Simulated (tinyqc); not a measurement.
# Changing the salt concentration c

Model: a particle near a wafer in liquid: double-layer and van der Waals forces (DLVO), deposition barrier and removal. Computed by tinyqc, a small Python program. Command: `OMP_NUM_THREADS=1 python tinyqc.py 3114124 3114125 out.jsonl dlvo sweep`. One thread of a shared host (Intel(R) Xeon(R) Processor @ 2.30GHz), about 0.01 s of CPU time with the checks.

Sphere and flat wall, Derjaguin approximation, constant potentials in the linear-superposition form, no retardation and no hydration force.

Inputs (values chosen for the exercise, of the order of those for silicon nitride on silicon in water): particle radius R = 160 nm; Hamaker constant A = 2.6e-20 J; potential of the particle psi_1 = -40 mV; potential of the wafer psi_2 = -66 mV; valence z of the symmetric salt = 1; temperature T = 293 K; dielectric constant of the liquid = 80.2.

Constants: e = 1.602176634e-19 C; N_A = 6.02214076e+23 1/mol; eps_0 = 8.8541878128e-12 F/m; k_B = 1.380649e-23 J/K; k_B = 8.617333262e-05 eV/K.

Method:
- kappa^2 = 2 z^2 e^2 N_A (1000 c)/(eps eps_0 k_B T); gamma_i = tanh(z e psi_i/(4 k_B T)); Z = 64 pi eps eps_0 (k_B T/(z e))^2 gamma_1 gamma_2.
- U(h) = Z R exp(-kappa h) - A R/(6 h); F(h) = -dU/dh = kappa Z R exp(-kappa h) - A R/(6 h^2), positive for repulsion.
- F = 0 reads x^2 exp(-x) = y with x = kappa h and y = A kappa/(6 Z); the left side peaks at x = 2 with 4/e^2 = 0.5413, so roots exist for smaller y: x < 2 is the barrier, x > 2 the secondary minimum.

One run for each value; columns: (1) salt concentration c (mol/L); (2) barrier height (k_B T); (3) energy at the secondary minimum (k_B T); (4) Debye length (nm); (5) position of the barrier (nm):
```
(1)         (2)         (3)    (4)    (5)
1.00e-05  704.7  -1.488e-01  96.39  4.722
3.00e-05  681.8  -2.730e-01  55.65  3.617
1.00e-04  648.7  -5.338e-01  30.48  2.709
3.00e-04  609.0  -9.898e-01  17.60  2.089
1.00e-03  552.0  -1.962e+00   9.64  1.582
3.00e-03  484.5  -3.697e+00   5.57  1.237
1.00e-02  389.4  -7.496e+00   3.05  0.959
1.00e-01  132.8  -3.087e+01   0.96  0.643
3.00e-01  -20.9  -6.463e+01   0.56  0.600
```

Give the missing row, salt concentration c (mol/L) = 3.00e-02.

Computed row; columns: (1) salt concentration c (mol/L); (2) barrier height (k_B T); (3) energy at the secondary minimum (k_B T); (4) Debye length (nm); (5) position of the barrier (nm):
```
(1)         (2)         (3)   (4)    (5)
3.00e-02  279.8  -1.453e+01  1.76  0.776
```

Interpolating between the two neighbouring rows (the first column on a logarithmic scale, the others too where they are positive) misses most in energy at the secondary minimum (k_B T), by 28 %. Over the rows, barrier height (k_B T) falls from 705 to -20.9; energy at the secondary minimum (k_B T) falls from -0.149 to -64.6 (exponent d ln y / d ln x 0.55 between the first rows and 0.67 between the last); Debye length (nm) falls from 96.4 to 0.557 (exponent d ln y / d ln x about -0.50 throughout).  Left out: 1.00 (a listed quantity is not defined there).

Caution (rows 1.00e-5, 3.00e-5): kappa R is not large, so the Derjaguin approximation is only rough at gaps of the order of the Debye length.

Extremes, crossings and ranges named in words are read from the listed rows.
